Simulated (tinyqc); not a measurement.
Surface Green function of a two-leg ladder, Sancho-Rubio decimation: densities of states against energy.

A semi-infinite lead of cells 0, 1, 2, ... with H0 inside a cell and H1 = <cell i|H|cell i + 1>. One rung (site 1 on leg a, site 2 on leg b) is a cell; all hoppings enter with a minus sign. z = E + i eta.

Start with e_s = e = H0, a = H1, b = H1^dagger. Each round: g = (z - e)^(-1); e_s <- e_s + a g b; e <- e + a g b + b g a; a <- a g a; b <- b g b (all with the old a, b). Round k joins cells 2^k apart. Stop when the largest entry of the matrices a and b is below 1e-12 eV; g_s = (z - e_s)^(-1), bulk (z - e)^(-1), density of states -Im Tr/pi. Here eta = 0.01 eV. Open modes are the crossings of E with the bands of H0 + H1 exp(ik) + H1^dagger exp(-ik) for 0 < k < pi.

H0 (eV):

|  | 1 | 2 |
|---|---|---|
| 1 | 0 | -1.9 |
| 2 | -1.9 | -1.12 |

H1 (eV):

|  | 1 | 2 |
|---|---|---|
| 1 | -2.7 | 0 |
| 2 | 0 | -1.83 |

Results:

| E (eV) | open modes | rounds | surface (1/eV) | bulk (1/eV) |
|---|---|---|---|---|
| -7.72 | 0 | 6 | 3.5360e-4 | 9.7408e-4 |
| -6.38 | 1 | 13 | 0.069405 | 0.13666 |
| -3.71 | 1 | 14 | 0.13991 | 0.076779 |
| -2.37 | 2 | 14 | 0.22991 | 0.19940 |
| -1.04 | 2 | 14 | 0.26038 | 0.16347 |
| 0.3 | 2 | 14 | 0.24559 | 0.17634 |
| 1.64 | 1 | 14 | 0.13460 | 0.11868 |
| 2.97 | 1 | 14 | 0.12346 | 0.069211 |
| 4.31 | 1 | 14 | 0.10322 | 0.079860 |
| 5.65 | 1 | 13 | 0.064171 | 0.12484 |
| 6.98 | 0 | 6 | 3.4038e-4 | 0.0010754 |

Estimate the missing row, E = -5.04 eV.

Computed row:

| E (eV) | open modes | rounds | surface (1/eV) | bulk (1/eV) |
|---|---|---|---|---|
| -5.04 | 1 | 14 | 0.11613 | 0.086251 |

With this row back in the table: The bands of the infinite lead run over -7.02 to 1.59, -3.16 to 6.35 eV. The rounds lie between 6 and 14, 6.0 on average outside the bands and 13.8 inside. The surface density of states is largest at E = -1.04 eV among the rows (0.260 1/eV, bulk 0.163).

Numbers from tinyqc (`OMP_NUM_THREADS=1 python tinyqc.py 2680119 2680120 out.jsonl`; about 0.02 s on one thread of a shared Intel Xeon 2.30GHz).
